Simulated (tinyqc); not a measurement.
Worked calculation: Pariser-Parr-Pople SCF with singles CI, for the molecule C1=CC2=CC=CC2=C1 (SMILES; centres numbered as the heavy atoms are written). One step of it, computed by the program tinyqc.

Problem. Iteration 2: Fock matrix. F_rr = H_rr + P_rr gamma_rr / 2 + sum_(s != r) P_ss gamma_rs; F_rs = H_rs - P_rs gamma_rs / 2; E = tr P (H + F) / 2 + core repulsion sum_(r<s) z_r z_s gamma_rs.

P after iteration 1:
```
,1C,2C,3C,4C,5C,6C,7C,8C
1C,1.192195,0.651827,-0.209597,-0.054309,0.139802,-0.054309,-0.209597,0.651827
2C,0.651827,0.794527,0.524811,0.320724,-0.054309,-0.328997,-0.149849,0.144806
3C,-0.209597,0.524811,1.218750,0.524811,-0.209597,-0.149849,0.518192,-0.149849
4C,-0.054309,0.320724,0.524811,0.794527,0.651827,0.144806,-0.149849,-0.328997
5C,0.139802,-0.054309,-0.209597,0.651827,1.192195,0.651827,-0.209597,-0.054309
6C,-0.054309,-0.328997,-0.149849,0.144806,0.651827,0.794527,0.524811,0.320724
7C,-0.209597,-0.149849,0.518192,-0.149849,-0.209597,0.524811,1.218750,0.524811
8C,0.651827,0.144806,-0.149849,-0.328997,-0.054309,0.320724,0.524811,0.794527
```

core matrix H (eV):
```
,1C,2C,3C,4C,5C,6C,7C,8C
1C,-47.918643,-2.390000,0.000000,0.000000,0.000000,0.000000,0.000000,-2.390000
2C,-2.390000,-49.739519,-2.390000,0.000000,0.000000,0.000000,0.000000,0.000000
3C,0.000000,-2.390000,-55.904433,-2.390000,0.000000,0.000000,-2.390000,0.000000
4C,0.000000,0.000000,-2.390000,-49.739519,-2.390000,0.000000,0.000000,0.000000
5C,0.000000,0.000000,0.000000,-2.390000,-47.918643,-2.390000,0.000000,0.000000
6C,0.000000,0.000000,0.000000,0.000000,-2.390000,-49.739519,-2.390000,0.000000
7C,0.000000,0.000000,-2.390000,0.000000,0.000000,-2.390000,-55.904433,-2.390000
8C,-2.390000,0.000000,0.000000,0.000000,0.000000,0.000000,-2.390000,-49.739519
```

repulsion gamma_rs (eV):
```
,1C,2C,3C,4C,5C,6C,7C,8C
1C,11.130000,7.552804,5.520570,3.705303,3.201289,3.705303,5.520570,7.552804
2C,7.552804,11.130000,7.554850,4.865167,3.705303,3.863003,5.519866,5.518526
3C,5.520570,7.554850,11.130000,7.554850,5.520570,5.519866,7.553862,5.519866
4C,3.705303,4.865167,7.554850,11.130000,7.552804,5.518526,5.519866,3.863003
5C,3.201289,3.705303,5.520570,7.552804,11.130000,7.552804,5.520570,3.705303
6C,3.705303,3.863003,5.519866,5.518526,7.552804,11.130000,7.554850,4.865167
7C,5.520570,5.519866,7.553862,5.519866,5.520570,7.554850,11.130000,7.554850
8C,7.552804,5.518526,5.519866,3.863003,3.705303,4.865167,7.554850,11.130000
```

Centres (angstrom, eV; a flat drawing with bonds scaled to 1.40 angstrom):
```
centre,x,y,core charge z,W,gamma_rr
1C,2.154000,0.000000,1,11.160000,11.130000
2C,1.331000,1.133000,1,11.160000,11.130000
3C,0.000000,0.700000,1,11.160000,11.130000
4C,-1.331000,1.133000,1,11.160000,11.130000
5C,-2.154000,0.000000,1,11.160000,11.130000
6C,-1.331000,-1.133000,1,11.160000,11.130000
7C,0.000000,-0.700000,1,11.160000,11.130000
8C,1.331000,-1.133000,1,11.160000,11.130000
```

Give: F; pi energy.

Solution.

F (eV):
```
,1C,2C,3C,4C,5C,6C,7C,8C
1C,-6.121,-4.852,0.579,0.101,-0.224,0.101,0.579,-4.852
2C,-4.852,-4.642,-4.372,-0.780,0.101,0.635,0.414,-0.400
3C,0.579,-4.372,-5.976,-4.372,0.579,0.414,-4.347,0.414
4C,0.101,-0.780,-4.372,-4.642,-4.852,-0.400,0.414,0.635
5C,-0.224,0.101,0.579,-4.852,-6.121,-4.852,0.579,0.101
6C,0.101,0.635,0.414,-0.400,-4.852,-4.642,-4.372,-0.780
7C,0.579,0.414,-4.347,0.414,0.579,-4.372,-5.976,-4.372
8C,-4.852,-0.400,0.414,0.635,0.101,-0.780,-4.372,-4.642
```

pi energy = -105.985 eV
